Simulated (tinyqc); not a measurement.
Absorption edge of a degenerate semiconductor, band filling against gap narrowing: one step of the calculation.

n-type, parabolic bands, full ionisation. eta = (EF - Ec)/kB T solves N = Nc F12(eta), F12(x) = (2/sqrt(pi)) int_0^infinity sqrt(u)/(1 + exp(u - x)) du. The gap shrinks rigidly by dEg = a3 y^(1/3) + a4 y^(1/4) + a2 y^(1/2), y = N/1e18 cm^-3, an empirical law that is here taken as the true narrowing.

Problem. Fermi level. Newton step on ln F12(eta) = ln(N/Nc): eta(new) = eta - ln(Nc F12/N) F12/Fm, Fm(x) = dF12/dx = (1/sqrt(pi)) int_0^infinity u^(-1/2)/(1 + exp(u - x)) du.

Values chosen for this exercise: conduction-band density of states at 250 K, from me Nc = 3.37e17 cm^-3; ionised donor density N = 3e18 cm^-3.

eta at the start (Boltzmann value) = 2.1863

Find: F12; Fm; eta after iteration 1.

Solution.

F12 = 3.1037
Fm = 1.5412
eta after iteration 1 = 4.3082

Range of the model: Band tails, non-parabolic bands and incomplete ionisation are left out.

tinyqc, about 0.01 s, one thread, Intel Xeon 2.30GHz (shared host): `OMP_NUM_THREADS=1 python tinyqc.py 2330019 2330020 out.jsonl`
